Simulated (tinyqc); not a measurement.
Off-state leakage of single and stacked transistors: two steps of the calculation.

n-channel devices of unit width. Subthreshold current I(Vg, Vs, Vd) = I0 (T/300 K)^0.5 exp[(Vg - Vs - VT(T) - gb (Vs - Vb) + dd (Vd - Vs))/(nf Vt)] (1 - exp(-(Vd - Vs)/Vt)), VT(T) = VT - cT (T - 300 K). Gate-edge tunnelling Ig (Vd/1 V) exp(ag (Vd - 1 V)), for a gate at 0 V, and band-to-band leakage Ab u exp(-Bb/u), u = Vd - Vb + 1 V, flow at a drain held at V; both are taken as independent of T. In a stack of off transistors (all gates at 0 V) the same subthreshold current passes through each.

Parameters, values chosen for the exercise; values of the order met in bulk silicon logic transistors: temperature T = 330 K; supply voltage V = 0.8 V; threshold at 300 K, zero drain and body bias VT = 0.33 V; fall of the threshold with temperature cT = 0.8 mV/K; current at threshold at 300 K I0 = 0.68 uA/um; slope factor nf = 1.36; drain-induced lowering per volt dd = 0.04; rise of the threshold per volt of source-body bias gb = 0.18; gate-edge tunnelling current at 1 V Ig = 8e-5 uA/um; exponential slope of the gate current ag = 5.5 1/V; prefactor of band-to-band leakage at the drain Ab = 1 uA/(um V); its exponential voltage Bb = 21 V; body voltage Vb = -0.6 V.

Constants: q = 1.602176634e-19 C, kB = 1.380649e-23 J/K, Vt = kB T/q. Results are converted to the units shown.

Task 1. Leakage of one transistor. Vg = Vs = 0, Vd = V; effective threshold VT(T) - gb Vb - dd V.

Give: effective threshold; parts; total; shares.

Result 1.

effective threshold = 0.38200 V
parts (nA/um): subthreshold 0.036606, gate edge 0.021304, band-to-band 0.38031
total = 0.43822 nA/um
shares (%): subthreshold 8.3534, gate edge 4.8615, band-to-band 86.785

The band-to-band part is the largest.

Task 2. New Vx. Stack of two, Vx the node between them: I_low = I(0, 0, Vx), I_up = I(0, Vx, V), f = ln(I_up/I_low), f' = -(1 + gb + 2 dd)/(nf Vt) - 1/(Vt (exp(Vx/Vt) - 1)) - 1/(Vt (exp((V - Vx)/Vt) - 1)), Vx(new) = Vx - f/f'.

Vx after iteration 1 = 0.034546616 V

Wanted: I_low; I_up; f; f'; Vx after iteration 2.

Result 2.

I_low = 0.01166 nA/um
I_up = 0.01231 nA/um
f = 0.05396
f' = -47.42 1/V
Vx after iteration 2 = 0.03568 V

Computed by the program tinyqc: `OMP_NUM_THREADS=1 python tinyqc.py 2242044 2242045 out.jsonl`, one thread of a shared Intel Xeon 2.30GHz, about 0.04 s for the whole run.
